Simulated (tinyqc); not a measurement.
Deformation potentials from a strained empirical pseudopotential: one step. Xu of the L valleys and d. Three cases, with inputs chosen for the exercise.

Problem. For the tensor strain exy = eyz = ezx = h: E(L [111]) - E(L [1-1-1]) = (8/3) Xu h, and E(single valence level) - E(pair) = 3 sqrt(3) d h. Find Xu and d.

Case 1.

Values chosen (out of a larger set: a germanium-sized cell with gaps well above those of Ge; not measured data): h = 0.004 (size of the test strain).

L [111], L [1-1-1] (eV): 1.3218094  1.1951433

valence levels (eV): -0.0577978  0.0288989  0.0288989

Case 2.

Values chosen (out of a larger set: a germanium-sized cell with gaps well above those of Ge; not measured data): h = 0.004 (size of the test strain).

L [111], L [1-1-1] (eV): 1.2230492  1.0975482

valence levels (eV): -0.0530840  0.0265420  0.0265420

Case 3.

Values chosen (out of a larger set: near those of Si; not measured data): h = 0.005 (size of the test strain).

L [111], L [1-1-1] (eV): 2.1267529  1.9648888

valence levels (eV): -0.0893339  0.0446669  0.0446669

Give: Xu (L); d.

Solution.

Case 1.

Xu (L) = 11.87 eV
d = -4.17 eV

Case 2.

Xu (L) = 11.77 eV
d = -3.83 eV

Case 3.

Xu (L) = 12.14 eV
d = -5.16 eV

Computed by tinyqc, one run a case: `OMP_NUM_THREADS=1 python tinyqc.py N N+1 out.jsonl` with N = 1880210, 1880693, 1880788; one thread of a shared Intel(R) Xeon(R) Processor @ 2.30GHz, about 0.2 s a run at most.
